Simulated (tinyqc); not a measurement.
# On-chip interconnect, size-dependent resistivity and RC delay: two studies

A rectangular line between two neighbours and two ground planes. Surface and grain-boundary scattering are added to the bulk resistivity as corrections; capacitances are parallel-plate values without fringing; inductance is ignored.

Inputs (values chosen for the exercise); metal values close to those of copper: bulk resistivity rho0 = 1.67 uohm cm; bulk mean free path lam = 39.4 nm; specular share of surface scattering ps = 0; reflection coefficient of grain boundaries Rg = 0.51; grain size over the metal width gr = 1; drawn line width wd = 18 nm; aspect ratio, height over width AR = 2.4; liner on both walls and the bottom, not conducting tl = 1.3 nm; space to the neighbouring lines sp = 18 nm; dielectric height to the planes above and below hd = 24 nm; relative permittivity of the dielectric ek = 3.9; Miller factor of the neighbours Mf = 2; line length Lw = 56 um; driver resistance Rd = 13000 ohm; load capacitance Cl = 0.14 fF; bulk resistivity of the second metal (close to molybdenum) rho2 = 5.18 uohm cm; mean free path of the second metal lam2 = 11.2 nm; liner of the second metal tl2 = 0.3 nm.

Constants: eps0 = 8.8541878128e-12 F/m. Results are converted to the units shown.

Each table varies one quantity; the others keep the values above.

## Delay against the aspect ratio

Metal width x = wd - 2 tl, height y = AR wd - tl; grain boundaries (Mayadas-Shatzkes): al = (lam/(gr x)) Rg/(1 - Rg), g = 1/[1 - 3 al/2 + 3 al^2 - 3 al^3 ln(1 + 1/al)] - 1; surfaces (Fuchs-Sondheimer, thick limit): s = (3/8) lam (1 - ps)(1/x + 1/y); rho = rho0 (1 + g + s); r = rho/(x y); c = eps0 ek (2 wd/hd + 2 Mf AR wd/sp). Elmore delay tE = Rd (c Lw + Cl) + r Lw (c Lw/2 + Cl); t50 is the time at which the far end of a ladder of 30 pi sections (half capacitances at both ends, Cl at the far end, a step applied through Rd) reaches half the step; line share r Lw/(Rd + r Lw); estimate 0.69 Rd (c Lw + Cl) + 0.38 r c Lw^2 + 0.69 r Lw Cl.

Result of one run:
```
AR  rho (uohm cm)  r (ohm/um)  c (fF/um)  tE (ps)  t50 (ps)  estimate (ps)  line share of the resistance (%)
4           9.644       88.57     0.6043    526.4     373.4          369.1                             27.62
```

What becomes of these results when the aspect ratio, height over width AR is changed from 4 to 2, all else the same?

Result of the changed run:
```
AR  rho (uohm cm)  r (ohm/um)  c (fF/um)  tE (ps)  t50 (ps)  estimate (ps)  line share of the resistance (%)
2           10.01       187.2     0.3280    338.4     244.2          240.3                             44.65
```

The whole series:
```
AR   rho (uohm cm)  r (ohm/um)  c (fF/um)  tE (ps)  t50 (ps)  estimate (ps)  line share of the resistance (%)
0.8          11.18       554.1     0.1623    265.3     197.0          192.9                             70.47
1.2          10.51       336.2     0.2175    277.5     203.5          199.5                             59.15
1.6          10.19       240.7     0.2728    305.2     221.8          217.8                             50.90
2            10.01       187.2     0.3280    338.4     244.2          240.3                             44.65
2.4          9.884       153.2     0.3833    374.1     268.6          264.6                             39.75
2.8          9.797       129.6     0.4385    411.2     294.0          290.0                             35.82
3.2          9.733       112.3     0.4938    449.1     320.1          316.0                             32.60
3.6          9.683       99.02     0.5490    487.6     346.6          342.4                             29.90
4            9.644       88.57     0.6043    526.4     373.4          369.1                             27.62
```

As AR goes from 0.8 to 4, r falls from 554 to 88.6 ohm/um, c rises from 0.162 to 0.604 fF/um and t50 rises from 197 to 373 ps. t50/tE lies between 0.709 and 0.743, and the estimate is within 2.1 % of t50.

## Two metals against line width

Metal width x = wd - 2 tl, height y = AR wd - tl; grain boundaries (Mayadas-Shatzkes): al = (lam/(gr x)) Rg/(1 - Rg), g = 1/[1 - 3 al/2 + 3 al^2 - 3 al^3 ln(1 + 1/al)] - 1; surfaces (Fuchs-Sondheimer, thick limit): s = (3/8) lam (1 - ps)(1/x + 1/y); rho = rho0 (1 + g + s); r = rho/(x y). The second metal has rho2, lam2 and tl2 in place of rho0, lam and tl; ps, Rg, gr and AR are shared.

Two metals against line width:
```
wd (nm)  rho, first (uohm cm)  rho, second (uohm cm)  r, first (ohm/um)  r, second (ohm/um)  ratio second/first
5                      52.411                 30.571              20409              5938.4             0.29097
6.5                    33.241                 24.210             5960.4              2681.9             0.44995
8                      24.631                 20.412             2548.3              1459.5             0.57273
10                     18.532                 17.223             1103.3              773.10             0.70074
13                     13.746                 14.357             442.05              374.71             0.84765
17                     10.443                 12.157             183.60              183.04             0.99690
22                     8.2173                 10.556             82.247              93.957              1.1424
30                     6.3352                 9.1190             32.703              43.260              1.3228
45                     4.7102                 7.8103             10.411              16.333              1.5688
70                     3.6007                 6.8771             3.2047              5.9090              1.8438
120                    2.7914                 6.1752            0.82933              1.7976              2.1676
```

What does the comparison show?

The resistivity of the first metal falls from 52.4 to 2.79 uohm cm and that of the second goes from 30.6 to 6.18 uohm cm as the line widens. The products rho0 lam, which set the size effect, are 65.8 and 58.0 uohm cm nm. The two resistances cross at wd = 17.1 nm: below it the second metal gives the lower line resistance. For widths well under the mean free path the thick-limit surface term is only a guide.

Range of the model: The metal width is under the mean free path, where the thick-limit surface term and the simple sum of corrections lose accuracy.

tinyqc, about 0.01 s, one thread, Intel Xeon 2.30GHz (shared host): `OMP_NUM_THREADS=1 python tinyqc.py 2100154 2100155 out.jsonl`
